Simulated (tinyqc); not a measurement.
# Deformation potential from the mobility gain

Problem. Tension X along [100] raises the x valleys by D = Xu (s11 - s12) X against the y and z valleys. Their share is f = w/(w + 2), w = exp(-D/Vt), and for current along [100] mu/mu0 = [f/ml + (1 - f)/mt]/[(1/ml + 2/mt)/3]. Find f, D and Xu.

Inputs (values chosen for the exercise); values close to those of silicon:
- T = 300 K (temperature)
- s11 = 7.86 1/TPa (compliance)
- s12 = -2.16 1/TPa (compliance)
- ml = 0.884 m0 (longitudinal mass)
- mt = 0.185 m0 (transverse mass)

Constants: q = 1.602176634e-19 C, kB = 1.380649e-23 J/K, Vt = kB T/q. Results are converted to the units shown.

mu/mu0 = 1.20803007
X = 330 MPa

Answer. The gain is linear in f; w = 2 f/(1 - f).

f = 0.1396
D = 29.10 meV
Xu = 8.800 eV

Numbers from tinyqc (`OMP_NUM_THREADS=1 python tinyqc.py 2530009 2530010 out.jsonl`; about 0.01 s on one thread of a shared Intel Xeon 2.30GHz).
